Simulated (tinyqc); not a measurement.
What moves the results: impurity band of shallow donors (Hubbard estimate). A value that a table varies takes the place of the one given here.

Constants: e^2/(4 pi eps0) = 14.39964547 eV angstrom.

Inputs chosen for the exercise (near those of two donors in GaN; the results hold for these values, not for the real material): a = 25.5 angstrom (orbital radius); eps = 9.6 (dielectric constant); Ns = (0.014, 0.035, 0.083, 0.21, 0.48, 1, 2.1) x 1e18/cm^3 (donor densities); R = 190 angstrom (separation).

## From lone donors to an impurity band

Donors on a simple cubic lattice of spacing R = N^(-1/3) (1/angstrom^3 = 1e24/cm^3), Ha* = q/(eps a), q = e^2/(4 pi eps0), x = R/a. Hopping t = Ha* (1 + x) exp(-x), band width B = 12 t, on-site repulsion U = (5/8) Ha*; the gap closes near B/U = 1.15. Valley factors and disorder are left out.

Results:
```
N (1e18/cm^3)  R (angstrom)  N^(1/3) a   t (meV)  B (meV)       B/U
0.014                 414.9      0.061  8.72e-05  0.00105  2.85e-05
0.035                 305.7      0.083   0.00475   0.0570   0.00155
0.083                 229.2      0.111    0.0732    0.879    0.0239
0.21                  168.2      0.152     0.609     7.31     0.199
0.48                  127.7      0.200      2.36     28.3     0.771
1.0                   100.0      0.255      5.73     68.8      1.87
2.1                    78.1      0.327      11.2      134      3.65
```

B/U passes 1.15 between 0.48 and 1 x 1e18/cm^3; the root is x = 4.52, N^(1/3) a = 0.221, N = 0.65 x 1e18/cm^3, below the 1.1 that the empirical rule N^(1/3) a = 0.26 gives; the estimate is rough, since random positions, the overlap of the orbitals and screening are left out. While N grows by 150 times, t grows by 1.28e+05 times.

## What each parameter does (pair of shallow donors (hydrogen-like orbitals))

Each donor has the orbital exp(-r/a); energy unit Ha* = q/(eps a), q = e^2/(4 pi eps0), so that a lone donor is bound by Ha*/2; x = R/a. One electron: S = (1 + x + x^2/3) exp(-x), j = 1/x - (1 + 1/x) exp(-2x), k = (1 + x) exp(-x); levels E(+/-) = -1/2 - (j +/- k)/(1 +/- S) in Ha*, without the repulsion of the ions, split by D = |E(-) - E(+)|.

Two electrons, Heitler-London: with S' = (1 - x + x^2/3) exp(x), C = 1/x - exp(-2x)(1/x + 11/8 + 3x/4 + x^2/6), X = (1/5){exp(-2x)(25/8 - 23x/4 - 3x^2 - x^3/3) + (6/x)[S^2 (0.5772157 + ln x) + S'^2 Ei(-4x) - 2 S S' Ei(-2x)]}, Q = C - 2j + 1/x and A = X - 2 S k + S^2/x, the singlet and triplet lie at (Q +/- w A)/(1 +/- w S^2) from two lone donors, with the valley weight w = 1 (one valley); the exchange is J = triplet - singlet.

x, D = |E(-) - E(+)| and J. Each row changes one parameter from the base and keeps the others.

Results:
```
case                   x  D (meV)  J (micro-eV)
base               7.451   0.3304          4.70
a = 28.1 angstrom  6.762   0.5391          13.7
eps = 10.6         7.451   0.2992          4.26
R = 218 angstrom   8.549   0.1272         0.709
```

The largest shifts from the base row, up to three for each result and ties (the steps differ in size, so this ranks the rows, not the parameters). x: R +1.098, a -0.689; unchanged at the printed digits by eps. D (meV): a +0.209, R -0.203, eps -0.0312. J (micro-eV): a +8.96, R -3.99, eps -0.444.

Computed by tinyqc, a small Python program: `OMP_NUM_THREADS=1 python tinyqc.py 1251971 1251972 out.jsonl` (the numbers bound the seed that draws the inputs); one thread of a shared host (Intel(R) Xeon(R) Processor @ 2.30GHz), about 0.01 s for the whole set of steps.
